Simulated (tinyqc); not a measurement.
## Transfer length from front and end resistance

Question. A contact of length d and width W has Rc = (Rsh Lt/W) coth(d/Lt) and Re = (Rsh Lt/W)/sinh(d/Lt), with Rsh the sheet resistance under the metal and Lt = sqrt(rc/Rsh). Find Lt, Rsh and rc.

Parameters, values chosen for the exercise: contact length d = 2.1 um; contact width W = 110 um.

Rc = 28.303967 ohm
Re = 7.7857996 ohm

Answer. Rc/Re = cosh(d/Lt) gives Lt, and Re then gives Rsh.

Lt = 1.07 um
Rsh = 2.80e3 ohm/sq
rc = 3.20e-5 ohm cm^2

Numbers from tinyqc (`OMP_NUM_THREADS=1 python tinyqc.py 2760060 2760061 out.jsonl`; about 0.01 s on one thread of a shared Intel Xeon 2.30GHz).
